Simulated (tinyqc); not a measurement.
Length of a polyene: Hueckel, PPP and singles CI along the polyenes. Computed by the program tinyqc. Hueckel uses the same beta without repulsion; CIS keeps all single excitations and so misses the low, doubly excited 2Ag state. W is the valence ionisation energy of a centre, MN the Mataga-Nishimoto formula, f the oscillator strength.

All-trans chains of carbon centres 1.40 angstrom apart:
```
parameter,value
"beta (eV), times 1 +/- alternation",-2.670000
alternation,0
W (eV),11.160000
gamma_rr (eV),10.660000
repulsion formula,MN
```

Gaps and excitations (eV):
```
centres,Hueckel gap,PPP orbital gap,bright singlet (CIS),f,lowest triplet (CIS)
2,5.340,10.575,8.053,0.690,2.627
4,3.300,7.888,5.599,1.206,1.503
8,1.855,5.689,3.696,2.273,0.704
10,1.520,5.121,3.215,2.781,0.524
12,1.287,4.708,2.866,3.266,0.402
```

Estimate the missing row, centres = 6.

Computed row:
```
centres  Hueckel gap  PPP orbital gap  bright singlet (CIS)      f  lowest triplet (CIS)
6              2.377            6.525                 4.409  1.745                 0.990
```

The Hueckel gap tends to 4 x alternation x |beta| = 0.00 eV for long chains (zero without alternation, falling as 1/N). Exchange opens the PPP orbital gap, and the attraction of electron and hole brings the bright state 1.84 eV below it at 12 centres; the triplet lies 2.46 eV lower still.
